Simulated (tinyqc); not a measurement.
Trap density from two Hall measurements.

Inverse problem. p-type body, charge-sheet picture, full ionisation (an idealisation for deep acceptors), Boltzmann statistics for free electrons. e = Ec - EF at the surface. psi = Eg - Vt ln(Nv/Na) - e; N_dep = sqrt(2 eps0 eps_r Na (psi - Vt)/q); n_f = sqrt(N_dep^2 + 2 eps0 eps_r Vt Nc exp(-e/Vt)/q) - N_dep; Vg = Vfb + psi + q (N_dep + n_t + n_f)/Cox, Cox = eps0 eox/tox. Find e and n_t at both points and the mean trap density between them.

Parameters, values chosen for the exercise; band and dielectric values close to those of 4H silicon carbide: temperature T = 300 K; band gap Eg = 3.21 eV; relative permittivity eps_r = 9.76; conduction-band density of states at T Nc = 1.67e19 cm^-3; valence-band density of states at T Nv = 2.46e19 cm^-3; relative permittivity of the insulator eox = 3.9; insulator thickness tox = 36 nm; acceptor density Na = 5.2e15 cm^-3; flat-band voltage without trapped charge Vfb = -2.02 V.

Constants: q = 1.602176634e-19 C, kB = 1.380649e-23 J/K, Vt = kB T/q, eps0 = 8.8541878128e-14 F/cm where lengths are in cm. Results are converted to the units shown.

Vg (V): [1.4807679, 1.7993120]
free sheet density from the Hall effect (cm^-2): [2.4652373e8, 1.2801308e10]

Answer. Each n_f fixes e; what the gate voltage holds beyond psi, N_dep and n_f is trapped; the difference quotient is the density, smeared over a few Vt.

e (eV): [0.2610, 0.1580]
n_t (cm^-2): [7.157e10, 1.807e11]
mean trap density = 1.060e12 cm^-2 eV^-1

Numbers from tinyqc (`OMP_NUM_THREADS=1 python tinyqc.py 2222216 2222217 out.jsonl`; about 0.02 s on one thread of a shared Intel Xeon 2.30GHz).
